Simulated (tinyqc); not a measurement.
# Scale length and length offset from two DIBL values

Problem. DIBL = exp(-Le/(2 l)) + 2 exp(-Le/l) with Le = L - dL. Find l, dL and the drawn length for a DIBL of 100 mV/V.

DIBL at drawn lengths 44 and 70 nm (mV/V): [118.52582, 24.836928]

Answer. With e = exp(-Le/(2 l)), 2 e^2 + e = DIBL gives e and so Le/l at each length; Le/l is a straight line in L with slope 1/l.

l = 9.10 nm
dL = 1.90 nm
length for 100 mV/V = 46.7 nm

Program tinyqc, `OMP_NUM_THREADS=1 python tinyqc.py 2002202 2002203 out.jsonl`; Intel Xeon 2.30GHz, shared host, one thread, about 0.01 s.
